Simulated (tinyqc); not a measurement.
Cluster expansion of a binary alloy: correlations, fit, cross-validation and ground states: one step, computed by the program tinyqc.

s = +1 for A and -1 for B. Energy per site E = J0 + J1 P(point) + sum over clusters of m V P, with P the mean product of spins; V > 0 on a pair favours unlike neighbours. Clusters per site m: pair 1 4, pair 2 3, pair 3 6, triplet 12; the triplet is two first-neighbour bonds closed by a second-neighbour bond. Formation energies are counted from the line between pure A and pure B, which removes J0 and J1.

Task: Formation energies. Exact: X V with V = (V1, V2, V3, Vt). The data to fit add the noise amplitude times the normal numbers, standing for what the clusters leave out.

Inputs (values chosen for the exercise, for a model alloy):

| quantity | value | unit |
|---|---|---|
| first-pair interaction V1 | 32.4 | meV |
| second-pair interaction V2 | -0.096 | meV |
| third-pair interaction V3 | -2.7 | meV |
| triplet interaction Vt | -2.3 | meV |
| noise amplitude | 1.6 | meV/site |

Lattice: bcc.

X:
```
                    pair 1    pair 2    pair 3    triplet
A                  0.00000   0.00000   0.00000    0.00000
A3B D0_3          -4.00000  -3.00000   0.00000  -12.00000
A3B (001) layers  -4.00000  -1.00000  -4.00000   -4.00000
A2B C11_b         -5.33333  -1.33333  -5.33333   -5.33333
AB B2             -8.00000   0.00000   0.00000    0.00000
AB B32            -4.00000  -6.00000   0.00000    0.00000
A2B2 B11          -4.00000  -2.00000  -8.00000    0.00000
AB (110) layers   -4.00000  -4.00000  -8.00000    0.00000
AB2 C11_b         -5.33333  -1.33333  -5.33333    5.33333
AB3 D0_3          -4.00000  -3.00000   0.00000   12.00000
AB3 (001) layers  -4.00000  -1.00000  -4.00000    4.00000
B                  0.00000   0.00000   0.00000    0.00000
```

standard normal numbers for the noise (0 for the pure ends): A 0.000, A3B D0_3 1.488, A3B (001) layers -0.239, A2B C11_b -1.743, AB B2 0.519, AB B32 2.244, A2B2 B11 1.121, AB (110) layers 0.152, AB2 C11_b 0.384, AB3 D0_3 -0.092, AB3 (001) layers -2.115, B 0.000

Give: exact energies; data.

Result:

exact energies (meV/site): A 0.0, A3B D0_3 -101.7, A3B (001) layers -109.5, A2B C11_b -146.0, AB B2 -259.2, AB B32 -129.0, A2B2 B11 -107.8, AB (110) layers -107.6, AB2 C11_b -170.5, AB3 D0_3 -156.9, AB3 (001) layers -127.9, B 0.0

data (meV/site): A 0.0, A3B D0_3 -99.3, A3B (001) layers -109.9, A2B C11_b -148.8, AB B2 -258.4, AB B32 -125.4, A2B2 B11 -106.0, AB (110) layers -107.4, AB2 C11_b -169.9, AB3 D0_3 -157.1, AB3 (001) layers -131.3, B 0.0
